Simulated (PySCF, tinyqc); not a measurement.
CISD on RHF in the sto-3g basis, for H3-, spin multiplicity 1, step by step. The basis has no diffuse functions, so it cannot describe the extra electron: this is an exercise in the method, not the real anion. The lowest restricted solution is unstable here: a spin-polarised one lies 0.1497 hartree lower (PySCF). One step of it, computed by the program tinyqc.

Question. Integrals over molecular orbitals. (pq|rs) = sum C_ip C_jq C_kr C_ls (ij|kl), one index at a time.

coefficients C:
```
,MO1,MO2,MO3
1H 1s,0.567238,-0.327097,0.845053
2H 1s,0.567238,-0.327097,-0.845053
3H 1s,0.206272,1.035403,0.000000
```

core Hamiltonian H = T + V (hartree), lower triangle:
```
,1H 1s,2H 1s,3H 1s
1H 1s,-1.197257
2H 1s,-0.499513,-1.197257
3H 1s,-0.430710,-0.430710,-1.171433
```

Two-electron integrals (ij|kl) in chemists' order, unique and non-zero (hartree):
```
i,j,k,l,(ij|kl)
1,1,1,1,0.774606
2,1,1,1,0.165959
2,1,2,1,0.052317
2,2,1,1,0.369857
2,2,2,1,0.165959
2,2,2,2,0.774606
3,1,1,1,0.138793
3,1,2,1,0.037499
3,1,2,2,0.100683
3,1,3,1,0.037970
3,2,1,1,0.100683
3,2,2,1,0.037499
3,2,2,2,0.138793
3,2,3,1,0.032663
3,2,3,2,0.037970
3,3,1,1,0.346775
3,3,2,1,0.111460
3,3,2,2,0.346775
3,3,3,1,0.138793
3,3,3,2,0.138793
3,3,3,3,0.774606
```

Give: one-electron integrals over orbitals h = C^T H C; Two-electron integrals over orbitals.

Answer.

one-electron integrals over orbitals h = C^T H C (hartree), lower triangle:
```
,1,2,3
1,-1.3433
2,-0.0684,-1.0354
3,0.0000,0.0000,-0.9965
```

Two-electron integrals over orbitals (pq|rs), unique and non-zero (hartree):
```
p,q,r,s,(pq|rs)
1,1,1,1,0.5306
2,1,1,1,-0.0505
2,1,2,1,0.0729
2,2,1,1,0.4053
2,2,2,1,0.1189
2,2,2,2,0.7148
3,1,3,1,0.1991
3,2,3,1,-0.0773
3,2,3,2,0.0331
3,3,1,1,0.5471
3,3,2,1,-0.0817
3,3,2,2,0.3601
3,3,3,3,0.5969
```
